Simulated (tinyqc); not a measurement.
Mobility of a non-polar semiconductor in the relaxation-time approximation: one step, computed by the program tinyqc.

Each valley is treated as a sphere of mass m_d for states and rates, with one isotropic relaxation time; the conductivity mass m_c sets the current.

Task: Masses. m_d = (m_l m_t^2)^(1/3); 1/m_c = (1/m_l + 2/m_t)/3; Hall mass factor A = 3 K_m (K_m + 2)/(2 K_m + 1)^2, K_m = m_l/m_t; N_I = n (1 + C)/(1 - C).

Inputs (values chosen for the exercise, for a model non-polar semiconductor):
```
quantity                 value    unit
longitudinal mass m_l     0.22     m_0
transverse mass m_t      0.078     m_0
carrier density n      8.4e+18  1/cm^3
compensation ratio C         0       -
```

Band: parabolic. Impurity formula: Conwell-Weisskopf. Further scattering: alloy.

Give: density-of-states mass m_d; conductivity mass m_c; Hall mass factor A; ionised impurity density N_I.

Result:

density-of-states mass m_d = 0.1102 m_0

conductivity mass m_c = 0.09938 m_0

Hall mass factor A = 0.9249

ionised impurity density N_I = 8.40e+18 1/cm^3
